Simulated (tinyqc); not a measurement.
## Ideality, saturation current and resistance from three points

Inverse problem. Well above the saturation current a diode obeys V = n Vt ln(I/I0) + I Rs. Find n, Rs and I0.

Values chosen for this exercise:
- T = 325 K (temperature)

Constants: q = 1.602176634e-19 C, kB = 1.380649e-23 J/K, Vt = kB T/q. Results are converted to the units shown.

currents (A): 1e-6  0.0004  0.007
voltages (V): 0.61109075  0.83482195  0.95067442

Solution. V is linear in the three unknowns n Vt, Rs and -n Vt ln I0, so three points give a linear system.

n = 1.330
Rs = 1.400 ohm
I0 = 7.500e-14 A

Program tinyqc, `OMP_NUM_THREADS=1 python tinyqc.py 2260116 2260117 out.jsonl`; Intel Xeon 2.30GHz, shared host, one thread, about 0.01 s.
